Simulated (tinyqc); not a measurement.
## MOS inversion layer, Poisson-Schroedinger loop: effect of the sheet density of electrons

Electrons confined at an insulator interface at z = 0, treated as a hard wall; parabolic valleys, Hartree approximation, no image or exchange terms. The depletion charge lies far deeper than the electrons and gives a uniform field q Nd/(eps0 eps_r); the gate balances all charge. Energies are counted from the band edge at the interface.

Schroedinger equation -(C/mz) psi'' + (V0 + U + dE for set B) psi = E psi, C = hbar^2/(2 m0), psi(0) = 0, on a uniform mesh of 800 nodes with a far wall at 37 nm, 8 levels a set; V0 = q Nd z/(eps0 eps_r); dU/dz = q (Ns - integral of n from 0 to z)/(eps0 eps_r), U(0) = 0; N_k = g md m0 q Vt/(pi hbar^2) ln(1 + exp((EF - E_k)/Vt)), g the number of valleys of the set, sum N_k = Ns. Triangular well: E_k = a_k (C F^2/mz)^(1/3), a_1 = 2.338107, a_2 = 4.087949, C = hbar^2/(2 m0), F in eV/nm. Fang-Howard (all electrons in the lowest level of set A): b^3 = 6 (mz1/C) q (Nd + 11 Ns/32)/(eps0 eps_r), centroid 3/b, level C b^2/(4 mz1) + (3/b) q (Nd + 11 Ns/16)/(eps0 eps_r). The centroid adds 3.9 z_av/eps_r to an oxide-equivalent thickness.

Values chosen for this exercise; masses and permittivity close to those of germanium (111):

| symbol | value | unit | meaning |
|---|---|---|---|
| T | 77 | K | temperature |
| eps_r | 16.2 |  | relative permittivity |
| mz1 | 1.62 | m0 | mass along z of valley set A (1 valley(s)) |
| md1 | 0.0805 | m0 | in-plane density-of-states mass of set A |
| mz2 | 0.0912 | m0 | mass along z of valley set B (3 valley(s)) |
| md2 | 0.336 | m0 | in-plane density-of-states mass of set B |
| Nd | 1.2e12 | cm^-2 | sheet density of depletion charge |
| dE | 0 | eV | extra shift of set B (strain) |

Constants: q = 1.602176634e-19 C, kB = 1.380649e-23 J/K, hbar = 1.054571817e-34 J s, m0 = 9.1093837015e-31 kg, Vt = kB T/q, eps0 = 8.8541878128e-14 F/cm where lengths are in cm, hbar^2/(2 m0) = 0.0380998212 eV nm^2. Results are converted to the units shown.

Effect of the sheet density of electrons:

| Ns (cm^-2) | A1 (meV) | B1 (meV) | EF (meV) | share of A1 (%) | share of set A (%) | centroid z_av (nm) | added oxide equivalent (nm) | Fang-Howard centroid (nm) |
|---|---|---|---|---|---|---|---|---|
| 1e11 | 39.4 | 101 | 35.4 | 98.1 | 99.8 | 1.89 | 0.455 | 1.97 |
| 2.1e11 | 41.1 | 103 | 43.8 | 97.7 | 99.8 | 1.88 | 0.452 | 1.95 |
| 4.5e11 | 44.7 | 108 | 56.5 | 96.3 | 99.7 | 1.86 | 0.447 | 1.91 |
| 9.7e11 | 52.2 | 118 | 78.2 | 90.5 | 99.3 | 1.87 | 0.449 | 1.83 |
| 2.1e12 | 67.7 | 141 | 115 | 76.5 | 97.4 | 1.95 | 0.470 | 1.70 |
| 4.4e12 | 95.8 | 189 | 177 | 62.2 | 90.8 | 2.05 | 0.493 | 1.52 |
| 9.4e12 | 147 | 287 | 287 | 50.1 | 79.3 | 2.06 | 0.495 | 1.29 |
| 2e13 | 236 | 466 | 480 | 41.1 | 67.6 | 1.90 | 0.457 | 1.05 |

As Ns goes from 1e11 to 2e13, A1 rises from 39.4 to 236 meV, the share of A1 falls from 98.1 to 41.1 % and the centroid moves up and down between 1.86 and 2.06 nm. A1 goes as Ns^(0.62) between the last two rows (a triangular well in the field of that charge alone gives 2/3). EF lies more than 2 meV above A1 for Ns = 2.1e11, 4.5e11, 9.7e11, 2.1e12, 4.4e12, 9.4e12, 2e13. The Fang-Howard centroid is 4.4 % above the full one in the first row, where A1 holds 98.1 %, and 44 % below it in the last, where A1 holds 41.1 %.

tinyqc, about 1 s, one thread, Intel Xeon 2.30GHz (shared host): `OMP_NUM_THREADS=1 python tinyqc.py 2160122 2160123 out.jsonl`
